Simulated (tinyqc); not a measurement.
Comparisons within one model: carrier statistics of a doped semiconductor with parabolic bands. A value that a table varies takes the place of the one given here.

Eg(T) = Eg0 - al T^2/(T + be); m_de = Mv^(2/3) (ml mt^2)^(1/3); m_dh = (mhh^(3/2) + mlh^(3/2))^(2/3); Nc and Nv from N = 2 (m kB T/(4 pi c))^(3/2) with c = hbar^2/2m0, in 1/angstrom^3; times 1e24 for 1/cm^3.

Energies are counted from Ev, so Ec = Eg. n = Nc F_1/2((EF - Eg)/kT), p = Nv F_1/2(-EF/kT), ND+ = ND/(1 + 2 exp((EF - Eg + ED)/kT)), NA- = NA/(1 + 4 exp((EA - EF)/kT)); neutrality asks p + ND+ = n + NA-. F_j(eta) = (1/Gamma(j + 1)) integral_0^infinity x^j dx/(1 + exp(x - eta)), which tends to exp(eta) for eta << 0.

Constants: hbar^2/2m0 = 3.80998211 eV angstrom^2; kB = 8.617333262e-05 eV/K.

Inputs chosen for the exercise (near those of SiC; not measured data):
- Eg0 = 3.302 eV (gap at 0 K)
- al = 0.000652 eV/K (Varshni alpha)
- be = 1231 K (Varshni beta)
- ml = 0.318 m0 (longitudinal electron mass)
- mt = 0.418 m0 (transverse electron mass)
- Mv = 3 (equivalent valleys)
- mhh = 0.992 m0 (heavy-hole mass)
- mlh = 0.427 m0 (light-hole mass)
- ND = 4.7e+14 1/cm^3 (donors)
- NA = 9e+12 1/cm^3 (acceptors)
- ED = 0.0597 eV (donor level below Ec)
- EA = 0.2 eV (acceptor level above Ev)
- T = 200 K

## Temperature

Neutrality solved at each temperature; ni = sqrt(Nc Nv) exp(-Eg/2kT).

Carriers (1/cm^3):
```
T (K)  EF (eV)         n         p  majority / |ND - NA|        ni  Eg (eV)
30      3.2502  1.34e+09    <1e-99              2.91e-06    <1e-99   3.3015
50      3.2512  1.22e+13    <1e-99                0.0266    <1e-99   3.3007
77      3.2367  1.92e+14    <1e-99                 0.416  3.36e-90   3.2990
120     3.1994  4.34e+14    <1e-99                 0.940  3.85e-51   3.2951
200     3.1122  4.60e+14  6.51e-60                 0.997  5.47e-23   3.2838
300     2.9907  4.61e+14  1.82e-31                 0.999  9.16e-09   3.2637
450     2.7904  4.61e+14  3.27e-12                  1.00      38.8   3.2235
600     2.5741  4.61e+14    0.0215                  1.00  3.15e+06   3.1738
800     2.2672  4.61e+14  7.22e+05                  1.00  1.82e+10   3.0965
1000    1.9443  4.61e+14  3.08e+10                  1.00  3.77e+12   3.0098
```

How do the results move?

Ionisation is incomplete: the majority density is below 90 % of the net doping at 30, 50 and 77 K, down to a share of 2.9e-06. It is within 10 % of the net doping at 120, 200, 300, 450, 600, 800 and 1000 K. The majority density never exceeds the net doping by 10 %; ni is 3.77e+12 1/cm^3 at 1000 K against a net doping of 4.61e+14. EF goes from 3.250 eV to 1.944 eV, where midgap is 1.505 eV and the intrinsic level (Boltzmann) 1.530 eV.

## Doping level

Only donors are present (NA = 0); eta is the distance of EF beyond the conduction edge in units of kT.

Neutral state:
```
ND (1/cm^3)  EF (eV)  majority (1/cm^3)  ionised share     eta
1.0e+14       3.0859           9.99e+13          0.999  -11.48
1.0e+15       3.1255           9.93e+14          0.993   -9.18
1.0e+16       3.1643           9.41e+15          0.941   -6.93
1.0e+17       3.1986           6.87e+16          0.687   -4.94
1.0e+18       3.2252           3.19e+17          0.319   -3.40
3.0e+18       3.2362           5.96e+17          0.199   -2.76
1.0e+19       3.2476           1.13e+18          0.113   -2.10
3.0e+19       3.2578           1.98e+18          0.066   -1.51
```

What does this show?

The impurity level lies at 3.2241 eV. The ionised share falls from 0.999 to 0.066 as EF passes through it between 1e+17 and 1e+18 1/cm^3 (share 1/3 there); it is below one half from 1e+18 1/cm^3 on. Over the last two rows the doping grows threefold and the majority density by a factor 1.75. EF comes within 3 kT of the majority band edge from 3e+18 1/cm^3 on. Above roughly 8e+18 1/cm^3 (N^(1/3) a = 0.26, with the radius a = sqrt(c/(m E)) from the ionisation energy E and the mass (ml mt^2)^(1/3)) the levels merge with the band and real ionisation is complete; sharp levels then overstate freeze-out.

## What each input does

Neutrality solved anew for each case. Each row changes one parameter from the base and keeps the others.

Results:
```
case                  EF (eV)  n (1/cm^3)  p (1/cm^3)
base                   3.1122    4.60e+14    6.51e-60
T = 180 K              3.1351    4.59e+14    2.46e-69
ND = 2.35e+14 1/cm^3   3.1000    2.26e+14    1.33e-59
NA = 4.5e+12 1/cm^3    3.1124    4.64e+14    6.44e-60
Eg0 = 3.352 eV         3.1622    4.60e+14    3.58e-61
mt = 0.5016 m0         3.1091    4.60e+14    7.80e-60
mhh = 1.1904 m0        3.1122    4.60e+14    8.10e-60
ED = 0.0896 eV         3.1120    4.53e+14    6.60e-60
```

What does this show?

The largest shifts from the base row, up to three for each result and ties (the steps differ in size, so this ranks the rows, not the parameters). EF (eV): Eg0 +0.0500, T +0.0228, ND -0.0123; unchanged at the printed digits by mhh. n (1/cm^3): ND -2.34e+14, ED -6.43e+12, NA +4.49e+12; unchanged at the printed digits by Eg0, mt and mhh. p (1/cm^3): ND +6.74e-60, T -6.51e-60, Eg0 -6.15e-60.

Computed by tinyqc, a small Python program: `OMP_NUM_THREADS=1 python tinyqc.py 1682753 1682754 out.jsonl` (the numbers bound the seed that draws the inputs); one thread of a shared host (Intel(R) Xeon(R) Processor @ 2.30GHz), about 0.01 s for the whole set of steps.
